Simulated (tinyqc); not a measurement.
Deep-level transient spectroscopy (DLTS) of one majority-carrier trap: one step, computed by the program tinyqc.

A filling pulse loads the traps in a one-sided junction; under reverse bias they empty at the rate e, and the capacitance relaxes as C(t) = C_0 - dC exp(-e t). The signal is S = [C(t_2) - C(t_1)]/dC.

Problem. Peak temperature and width. e = g sigma v N_b exp(-E/k_B T), v = sqrt(3 k_B T/m), N_b = 2 M (2 pi m k_B T/h^2)^(3/2), sigma = sigma_0, E = E_t. S(e) = exp(-e t_1) - exp(-e t_2) peaks at the rate window e_0 = ln(t_2/t_1)/(t_2 - t_1). T_p solves e(T) = e_0 (bisection between 15 and 1500 K); the half-height points solve S = S_max/2 on either side.

Inputs (values chosen for the exercise, for a model semiconductor):

| quantity | value | unit |
|---|---|---|
| density-of-states mass m | 0.0807 | m_0 |
| valleys M | 1 | - |
| trap depth E_t | 0.689 | eV |
| cross-section sigma_0 | 5.4e-14 | cm^2 |
| degeneracy ratio g | 1 | - |
| gate time t_1 | 0.0003 | s |
| ratio t_2/t_1 | 2.5 | - |
| temperature T | 314 | K |

Carriers: electrons. Extra term: none.

rate window e_0 = 2036.202 1/s

peak height S_max = 0.3257301

Constants: k_B = 8.617333262e-05 eV/K; k_B = 1.380649e-23 J/K; m_0 = 9.1093837015e-31 kg; h = 6.62607015e-34 J s.

Give: peak temperature T_p; lower half-height point; upper half-height point; full width.

Solution.

peak temperature T_p = 385.2 K

lower half-height point = 361.5 K

upper half-height point = 403.7 K

full width = 42.21 K

The width is 11.0 % of T_p, and E_t is 20.8 k_B T_p.
